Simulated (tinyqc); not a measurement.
Switching field against angle and time: single-domain magnet: Stoner-Wohlfarth switching, Neel-Arrhenius retention, LLG dynamics and spin torque. Computed by tinyqc, a small Python program. Command: `OMP_NUM_THREADS=1 python tinyqc.py 3001869 3001870 out.jsonl macro walk`. One thread of a shared host (Intel(R) Xeon(R) Processor @ 2.30GHz), about 0.01 s of CPU time with the checks.

The moment is uniform, with unit vector m; z is the easy axis. mu_0 = 1.25663706212e-6 T m/A, gamma = 1.76085963023e11 rad/(s T).

Inputs (values chosen for the exercise, for a model magnet): saturation magnetisation M_s = 697 kA/m; diameter d = 13 nm; aspect ratio p = 2.7; bulk anisotropy K_u = 130 kJ/m^3; exchange stiffness A = 14 pJ/m; temperature T = 450 K; attempt frequency f0 = 1 GHz; waiting time t_w = 3.15e+08 s.

Shape: prolate spheroid, easy axis along it.

Constants: k_B = 1.380649e-23 J/K.

Method:
- N_z = [p ln(p + sqrt(p^2 - 1))/sqrt(p^2 - 1) - 1]/(p^2 - 1); V = pi d^3 p/6; K_eff = K_u + K_shape, K_shape = -(mu_0 M_s^2/4)(3 N_z - 1); mu_0 H_K = 2 K_eff/M_s.
- Delta = K_eff V/(k_B T); tau = exp(Delta)/f0; probability of a flip within t_w: P = 1 - exp(-t_w/tau). Wall width parameter sqrt(A/K_eff); a two-domain state costs 4 sqrt(A K_eff) times the cross-section that the wall cuts (pi d^2/4).
- Energy over K_eff V: e(theta) = sin^2(theta) + 2 h cos(theta - psi) for m at the angle theta from +z and a field that points at psi from -z (it pulls m away from +z towards negative theta); h_sw = (cos^(2/3) psi + sin^(2/3) psi)^(-3/2).
- Switching field at T: the h at which the exact barrier equals ln(f0 t_w/ln 2) k_B T (0 if the zero-field barrier is lower). Sharrock form: h_sw [1 - (ln(f0 t_w/ln 2)/Delta)^(1/n)], n = 0.86 + 1.14 h_sw.

stability factor Delta = 113.029

Fields over H_K:
```
psi (degrees)  h_sw at T = 0  thermal, exact barrier  thermal, Sharrock form
1                    0.90707                 0.39001                 0.37838
10                   0.67381                 0.32547                 0.31422
20                   0.57365                 0.28628                 0.28167
30                   0.52402                 0.26501                 0.26421
45                   0.50000                 0.25434                 0.25540
60                   0.52402                 0.26501                 0.26421
75                   0.61466                 0.30298                 0.29542
89                   0.90707                 0.39001                 0.37838
```

What follows from these numbers?

At T = 0 the field is least at 45 degrees, H_K/2, and symmetric about it. Thermal help lowers it to 43 % at 1 degree and 51 % at 45 degrees; the Sharrock form misses the exact barrier by at most about 0.012 H_K, at psi = 1 (and its mirror angle).

Extremes, crossings and ranges named in words are read from the listed rows.
